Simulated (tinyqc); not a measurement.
Worked calculation: linear model of a band gap against the share of exact exchange. Values are carried at full precision from step to step, so a last printed digit may differ when a step is redone from the rounded ones.

E(alpha) = E0 + S alpha. A wider gap screens less, modelled in the Penn form eps(alpha) = 1 + (e0 - 1)(EP/(EP + S alpha))^2 with a scale EP chosen for the exercise. A dielectric-dependent hybrid takes alpha = 1/eps.

Inputs chosen for the exercise (of the order of those of TiO2; shifted at random, so the results belong to these values and not to a real crystal):
- E0 = 1.84 eV (gap of the semi-local functional)
- S = 8.04 eV (slope dE/d(alpha))
- e0 = 8.1 (optical dielectric constant at alpha = 0)
- EP = 12.1 eV (energy scale of the screening)
- Et = 3.35 eV (target gap)
- a_start = 0.5 (starting alpha)
- fv = 0.77 (share of the opening taken by the valence edge)
- Ed = 1.42 eV (defect level above the semi-local valence top)
- cd = 0 (shift of the level per unit opening, on the scale of the mean potential)

## Fixed shares

Gap, error against the target and eps for alpha = 0, 0.25 and 1/e0; and the alpha that meets the target, (Et - E0)/S.

Results:
```
alpha   E (eV)  E - Et (eV)    eps
0.0000   1.840       -1.510  8.100
0.2500   3.850        0.500  6.221
0.1235   2.833       -0.517  7.064
```

alpha for the target = 0.1878

A quarter of exact exchange overshoots the target by 0.50 eV: the material needs 0.188, and 1/e0 = 0.123 lies about as far from it as 0.25 does.

## Self-consistent share

Iterate alpha -> 1/eps(alpha) seven times from a_start. The fixed point solves alpha eps(alpha) = 1; the contraction factor there is 2 (eps - 1) S/((EP + S alpha) eps^2).

Iterates:
```
step    alpha     eps  E (eV)
0     0.50000  5.0004  5.8600
1     0.19999  6.5321  3.4479
2     0.15309  6.8494  3.0708
3     0.14600  6.8998  3.0138
4     0.14493  6.9074  3.0053
5     0.14477  6.9086  3.0040
6     0.14475  6.9087  3.0038
7     0.14474  6.9088  3.0037
```

fixed point = 0.14474
contraction factor = 0.1501

The factor is positive, so the iterates approach from one side, the error shrinking to 0.15 of itself each step; the gap is within 0.01 eV of its limit from step 4. Self-consistency moves the gap by +0.171 eV against the one-shot choice 1/e0, since a wider gap screens less.

## Band edges and a deep level

The opening c = S alpha lowers the valence top by fv c and raises the conduction edge by (1 - fv) c, both against the mean potential; the level moves by cd c. Use the fixed point. Compare with stretching the level in proportion to the gap and with pinning it to either edge.

opening c = 1.164 eV

shifts of the valence and conduction edges (eV): -0.896  0.268

level above the valence top = 2.316 eV
level below the conduction edge = 0.688 eV

level above the valence top: stretched, tied to the valence edge, tied to the conduction edge (eV): 2.318  1.420  2.584

The three recipes err by 0.00, -0.90 and +0.27 eV against alignment through the mean potential. A localised level with cd = 0 stays put while the edges move away from it.

## Checks

- Fixed point by bisection against 60 substitutions: both 0.14474.

tinyqc: `OMP_NUM_THREADS=1 python tinyqc.py 1880298 1880299 out.jsonl`; about 0.01 s, one thread, shared Intel(R) Xeon(R) Processor @ 2.30GHz.
